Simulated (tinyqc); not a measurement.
## Composition from the perpendicular lattice constant

Inverse problem. The layer is x parts of the first compound and 1 - x of the second, grown coherently on the second as substrate and barrier. Rows of the table: lattice constant a, average valence level Ea on an absolute scale, spin-orbit splitting so, gaps at Gamma, X and L, hydrostatic deformation potentials av and ac (Gamma), shear potential b, elastic constants, electron and heavy-hole (along z) masses. All are interpolated linearly in x; gaps get -C x (1 - x), taken wholly in the conduction band; real line-ups can differ from this model by 0.1 eV or more. In-plane strain e = (a_substrate - a)/a, e_z = -2 (c12/c11) e, volume change 2 e + e_z. X-ray diffraction gives a_z = a (1 + e_z) of the coherent layer. Find x, e and the relaxed Gamma gap.

Values chosen for this exercise:
- CG = 0.37 eV (bowing of the Gamma gap)
- CX = 0.055 eV (bowing of the X gap)
- CL = 0 eV (bowing of the L gap)

Binary compounds, values chosen for the exercise:

|  | close to AlAs | close to GaAs |
|---|---|---|
| a (angstrom) | 5.661 | 5.653 |
| Ea (eV) | -7.49 | -6.92 |
| so (eV) | 0.282 | 0.343 |
| EG (eV) | 2.97 | 1.41 |
| EX (eV) | 2.15 | 1.92 |
| EL (eV) | 2.37 | 1.71 |
| av (eV) | 2.46 | 1.16 |
| ac (eV) | -5.71 | -7.28 |
| b (eV) | -1.48 | -1.69 |
| c11 (GPa) | 124 | 119 |
| c12 (GPa) | 53 | 53.1 |
| me (m0) | 0.152 | 0.0662 |
| mh (m0) | 0.47 | 0.355 |

lattice constant along the growth direction = 5.66433059 angstrom

Answer. a_z changes steadily with x, about (1 + 2 c12/c11) times as fast as the relaxed lattice constant, so one composition matches.

x = 0.760
e = -0.107 %
relaxed Gamma gap = 2.53 eV

Computed by the program tinyqc: `OMP_NUM_THREADS=1 python tinyqc.py 2690153 2690154 out.jsonl`, one thread of a shared Intel Xeon 2.30GHz, about 0.01 s for the whole run.
